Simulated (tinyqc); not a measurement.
From results back to parameters: phonon-assisted absorption at an indirect gap. Five cases, with inputs chosen for the exercise.

Problem. A slab transmits Tr = (1 - R)^2 x/(1 - R^2 x^2) with x = exp(-alpha d) and R = ((nr - 1)/(nr + 1))^2.

Case 1.

Values chosen (out of a larger set: loosely those of Si at room temperature; Eg is not tied to T; not measured data): nr = 3.55 (refractive index); d = 51 micrometre (thickness).

Tr = 0.00187231

Case 2.

Values chosen (out of a larger set: loosely those of Si at room temperature; Eg is not tied to T; not measured data): nr = 3.64 (refractive index); d = 160 micrometre (thickness).

Tr = 0.0141795

Case 3.

Values chosen (out of a larger set: loosely those of SiGe at room temperature; Eg is not tied to T; not measured data): nr = 3.82 (refractive index); d = 2.7 micrometre (thickness).

Tr = 0.451392

Case 4.

Values chosen (out of a larger set: loosely those of SiC at room temperature; Eg is not tied to T; not measured data): nr = 2.82 (refractive index); d = 3.6 micrometre (thickness).

Tr = 0.496532

Case 5.

Values chosen (out of a larger set: loosely those of AlAs at room temperature; Eg is not tied to T; not measured data): nr = 3.07 (refractive index); d = 2 micrometre (thickness).

Tr = 0.431396

Find: x; alpha.

Solution. Tr R^2 x^2 + (1 - R)^2 x - Tr = 0; take the positive root, then alpha = -ln(x)/d.

Case 1.

x = 0.003980
alpha = 1.08e+03 1/cm

Case 2.

x = 0.03100
alpha = 217 1/cm

Case 3.

x = 0.9363
alpha = 244 1/cm

Case 4.

x = 0.8033
alpha = 608 1/cm

Case 5.

x = 0.7550
alpha = 1.40e+03 1/cm

Computed by tinyqc, one run a case: `OMP_NUM_THREADS=1 python tinyqc.py N N+1 out.jsonl` with N = 1680424, 1680440, 1680479, 1680553, 1680586; one thread of a shared Intel(R) Xeon(R) Processor @ 2.30GHz, about 0.01 s a run at most.
